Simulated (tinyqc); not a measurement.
Coverage against grain size: equilibrium and kinetic segregation of a solute to boundaries and growing surfaces. Computed by tinyqc, a small Python program. Command: `OMP_NUM_THREADS=1 python tinyqc.py 3027912 3027913 out.jsonl segreg walk`. One thread of a shared host (Intel(R) Xeon(R) Processor @ 2.30GHz), about 0.01 s of CPU time with the checks.

Inputs (values chosen for the exercise, modelled on arsenic in polycrystalline silicon):
```
quantity,value,unit
segregation energy Q,0.436,eV
interaction z w (positive attracts),0.16,eV
total solute fraction x0,0.001,-
temperature T,1150,K
boundary thickness delta,0.52,nm
```

Isotherm: Fowler-Guggenheim.

Constants: k_B = 8.617333262e-05 eV/K.

Method. With theta the solute fraction on boundary sites and x that in the grains, theta/(1 - theta) = [x/(1 - x)] exp[(Q + z w theta)/(k_B T)]. Finite grains: boundary sites are the fraction f = 3 delta/d, and x0 = (1 - f) x + f theta; solve both equations for theta; share at boundaries = f theta/x0.

At T:
```
d (nm),theta,x in the grains,share at boundaries (%)
15,0.008700,1.0627e-04,90.478
30,0.015740,1.9145e-04,81.851
60,0.026476,3.1994e-04,68.838
120,0.040274,4.8272e-04,52.356
250,0.055409,6.5836e-04,34.575
500,0.067173,7.9289e-04,20.958
1000,0.075226,8.8403e-04,11.735
5000,0.083270,9.7432e-04,2.598
```

From the largest grains to the smallest the share at boundaries rises from 2.6 to 90 %, and x/x0 falls to 0.11. In the dilute limit x/x0 = 1/(1 - f + f exp(Q/(k_B T))), which gives 0.11 at 15 nm.

Extremes, crossings and ranges named in words are read from the listed rows.
